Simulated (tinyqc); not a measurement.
# Worked calculation: one-dimensional ballistic tunnel FET, two-band WKB

tinyqc, about 0.01 s, one thread, Intel Xeon 2.30GHz (shared host): `OMP_NUM_THREADS=1 python tinyqc.py 2620147 2620148 out.jsonl` Printed values are rounded.

A p-type source for x < 0 with its Fermi level at 0 and its valence edge at ds; in the channel the bands fall as D exp(-x/lam) towards their flat values, with the conduction edge at Ec = ds - dP and D = dP + Eg. The gate moves dP one to one. The drain Fermi level lies at -Vd and the drain side reflects nothing. For w = E - Ec between 0 and dP an electron crosses the gap. Two-band dispersion with equal masses m: inside the gap kappa = sqrt(m u (1 - u/Eg)/C), u the distance from a band edge, C = hbar^2/(2 m0).

Parameters, values chosen for the exercise; band and dielectric values close to those of In0.53Ga0.47As: temperature T = 350 K; band gap Eg = 0.736 eV; band-edge mass of the two-band model m = 0.045 m0; screening length of the source junction lam = 2.3 nm; source valence edge above the source Fermi level ds = 0.13 eV; drain bias Vd = 0.3 V; number of degenerate subbands (spin apart) g = 2; tunnelling window Ev(source) - Ec(channel) dP = 0.24 eV; energy above the channel conduction edge w0 = 0.12 eV; cells of the path nc = 9; points of the energy grid nE = 11.

Constants: q = 1.602176634e-19 C, kB = 1.380649e-23 J/K, hbar = 1.054571817e-34 J s, h = 6.62607015e-34 J s, m0 = 9.1093837015e-31 kg, Vt = kB T/q, hbar^2/(2 m0) = 0.0380998212 eV nm^2. Results are converted to the units shown.

## The path through the gap by the midpoint rule

At w = w0 the path runs from xa = lam ln(D/(w + Eg)) to xb = lam ln(D/w); u(x) = w + Eg - D exp(-x/lam) is the height above the valence edge. Cut it into nc equal cells: S = 2 (cell width) times the sum of kappa at the centres.

xa = 0.301742 nm
xb = 4.82073 nm
x, cell 0 to 8 (nm): [0.55280, 1.05491, 1.55702, 2.05913, 2.56124, 3.06335, 3.56546, 4.06757, 4.56968]
u, cell 0 to 8 (eV): [0.088517, 0.239038, 0.360038, 0.457308, 0.535500, 0.598358, 0.648887, 0.689507, 0.722160]
kappa, cell 0 to 8 (1/nm): [0.303273, 0.436617, 0.466071, 0.452244, 0.415090, 0.363548, 0.301184, 0.226814, 0.126646]
S = 3.10453

## The exponent in closed form

S(w) = 2 lam int_0^Eg kappa(u) du/(w + Eg - u) = 2 pi lam sqrt(m/(C Eg)) [w + Eg/2 - sqrt(w (w + Eg))], T(w) = exp(-S). The common triangular estimate is S = (4/3) lam sqrt(m/C) Eg^1.5/(dP + Eg) for all w.

S(w0) = 3.06640
T(w0) = 0.0465884
triangular S = 2.15615

The midpoint value is 1.2 % above the closed form, and the triangular estimate 30 % below it.

## Current on a coarse grid

S(w) = 2 lam int_0^Eg kappa(u) du/(w + Eg - u) = 2 pi lam sqrt(m/(C Eg)) [w + Eg/2 - sqrt(w (w + Eg))], T(w) = exp(-S). I = g (2 q^2/h) int_0^dP T(w) [f(E) - f(E + Vd)] dw, E = ds - dP + w, f(x) = 1/(1 + exp(x/Vt)). Simpson's rule on nE equally spaced points.

w, point 0 to 10 (eV): [0.000000, 0.024000, 0.048000, 0.072000, 0.096000, 0.120000, 0.144000, 0.168000, 0.192000, 0.216000, 0.240000]
T(w), point 0 to 10: [0.00118630, 0.00906039, 0.0171749, 0.0262666, 0.0361325, 0.0465884, 0.0574822, 0.0686899, 0.0801104, 0.0916614, 0.103276]
difference of the f, point 0 to 10: [0.972763, 0.944563, 0.886144, 0.778843, 0.613929, 0.417827, 0.244645, 0.127517, 0.0618715, 0.0289007, 0.0132516]
I = 0.439998 uA

A converged quadrature gives 0.4408 uA; this grid is 0.17 % below that.
